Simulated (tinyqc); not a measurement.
Inside a calculation: inter-valley coupling by envelope functions against a chain of atomic planes. Values are carried at full precision from step to step, so a last printed digit may differ when a step is redone from the rounded ones.

Chain: E(phi) = e0 + 2 v cos(phi) + 2 u cos(2 phi), cos(phi0) = -v/(4u), e0 = 2u + v^2/(4u); plane j = 0, 1, ... has the potential V_j = dE x_j + F (j - 30) a/4 (1 MV/m = 1e-4 V/angstrom). There are 30 barrier planes a side; with y = j - 29.5, x_j = xb (f(y) + f(Nw - y)), f(y) = 1/(1 + exp(y/L)), plus any Ge added in the well. The valley splitting is the spacing of the two lowest levels. Envelope theory: F_j solves a one-valley chain with hopping -b and diagonal 2b + V_j, b = 4u sin^2(phi0), sum F_j^2 = 1; the valleys couple by Dv = sum_j F_j^2 V_j exp(-2 i phi0 j) and split by 2|Dv|.

Constants: hbar^2/2m0 = 3.80998211 eV angstrom^2.

Parameters, chosen for this exercise (near those of the Delta valleys of silicon in a SiGe well; shifted at random, so the results belong to these values and not to a real crystal):
```
symbol  value  unit      meaning
a       5.431  angstrom  lattice constant; planes lie a/4 apart
u       0.64   eV        second-neighbour hopping
v       0.735  eV        nearest hopping
Nw      41               planes in the well
L       0.75   planes    interface width
xb      0.21             Ge fraction of the barriers
dE      0.51   eV        offset per unit Ge fraction
F       2      MV/m      field
js      42               plane j of a Ge spike (the well starts at j = 30)
xs      0.08             Ge fraction added on that plane
```

## Valley phase, mass and the wavelengths that couple the valleys

phi0; b = 4u sin^2(phi0); mass m/m0 = c/(b (a/4)^2), c = hbar^2/2m0. A potential couples the valleys if its phase advances by 2 phi0 a plane, or, since only whole planes count, by 2 pi - 2 phi0: periods pi/phi0 and pi/(pi - phi0) planes.

phi0 = 1.86200 rad
b = 2.34897 eV
mass = 0.8798 m0

periods (planes): pi/phi0 1.6872, pi/(pi - phi0) 2.4552

longer period = 3.3335 angstrom

## The smooth well

Lowest doublet of the chain and the envelope result.

level (meV): chain 14.501, envelope 14.529

splitting (micro-eV): chain 16.6, envelope 16.9

planes covered, 1/sum F^4 = 33.39
largest F_j^2 = 0.04038

The levels agree within 0.03 meV. A graded interface has little Fourier weight at 2 phi0, so the splitting is a small remainder of cancelling terms; the envelope value is 1.02 times that of the chain.

## One plane of added Ge, to first order

F_j^2 of the smooth well on that plane = 0.03559

F_j is the envelope on plane j (sum F_j^2 = 1) and Dv the coupling of the two valleys, which split by 2|Dv|. A single plane has Fourier weight at all wavelengths: it adds dE xs F_j^2 to |Dv|, so the splitting is about 2 dE xs F_j^2 if this term rules, and the mean of the doublet rises by dE xs F_j^2.

splitting = 2904 micro-eV
rise of the mean level = 1.452 meV

The chain with the spike gives 2567 micro-eV and a rise of 1.282 meV; the envelope solved with the spike gives 2556. First order is +13 % off: the state draws back from the spike, which the envelope solved anew includes.

## Checks

- Splitting with a weak spike (0.02) on plane j = 43 from the envelope against the chain (micro-eV): 726 against 727.

Run: tinyqc, `OMP_NUM_THREADS=1 python tinyqc.py 1482256 1482257 out.jsonl`; Intel(R) Xeon(R) Processor @ 2.30GHz, one thread, shared host; about 0.09 s of CPU time with all checks.
